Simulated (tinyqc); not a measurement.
# Electron continuity equation in a given potential, Scharfetter-Gummel discretisation: three discretisations compared

Steady state in one dimension: J = q mu n E + q D dn/dx with E = -dpsi/dx and D = mu Vt, dJ/dx = q (n/tau - G), fixed densities nL and nR at the ends. The potential is given, psi = U (x/L)^2, and is not changed by the electrons.

10 equal intervals. Fluxes J_i = (q D/h)(n_(i+1) P_i - n_i Q_i), d_i = (psi_(i+1) - psi_i)/Vt: Scharfetter-Gummel P = B(d), Q = B(-d), B(d) = d/(exp(d) - 1); central P = 1 - d/2, Q = 1 + d/2; upwind P = 1 + max(-d, 0), Q = 1 + max(d, 0). Balance at each inner node: J_i - J_(i-1) = q h (n_i/tau - G). The reference is Scharfetter-Gummel on 2000 intervals.

Parameters, values chosen for the exercise; mobility close to that of indium phosphide at room temperature:
- T = 325 K (temperature)
- mu = 5000 cm^2/(V s) (electron mobility)
- L = 0.24 um (length of the region)
- nL = 1.1e12 cm^-3 (density at x = 0)
- nR = 1.9e11 cm^-3 (density at x = L)
- tau = 7.8e-12 s (lifetime)
- G = 0 cm^-3 s^-1 (uniform generation rate)
- U = -0.46 V (potential difference psi(L) - psi(0))

Constants: q = 1.602176634e-19 C, kB = 1.380649e-23 J/K, Vt = kB T/q. Results are converted to the units shown.

Densities (cm^-3):
```
node  Scharfetter-Gummel    central     upwind  reference
0              1.1000e12  1.1000e12  1.1000e12  1.1000e12
1              1.4483e12  1.4636e12  1.4045e12  1.4472e12
2              1.3317e12  1.3517e12  1.3044e12  1.3299e12
3              9.7658e11  9.8228e11  1.0179e12  9.7483e11
4              6.5288e11  6.4241e11  7.3159e11  6.5148e11
5              4.5259e11  4.3993e11  5.2064e11  4.5159e11
6              3.4446e11  3.3747e11  3.8553e11  3.4377e11
7              2.8263e11  2.7993e11  3.0269e11  2.8218e11
8              2.4213e11  2.4113e11  2.5053e11  2.4187e11
9              2.1270e11  2.1236e11  2.1542e11  2.1258e11
10             1.9000e11  1.9000e11  1.9000e11  1.9000e11
```

Largest errors as a share of the largest reference density listed: Scharfetter-Gummel 0.12 %, central 1.5 %, upwind 5.5 %. The largest |d| is 3.12. Upwinding stays positive but acts as if D were larger by the factor 1 + |d|/2, up to 2.56 here.

Range of the model: The drift velocity mu E exceeds 1e7 cm/s somewhere, where real mobilities no longer stay constant.

Program tinyqc, `OMP_NUM_THREADS=1 python tinyqc.py 2220029 2220030 out.jsonl`; Intel Xeon 2.30GHz, shared host, one thread, about 0.01 s.
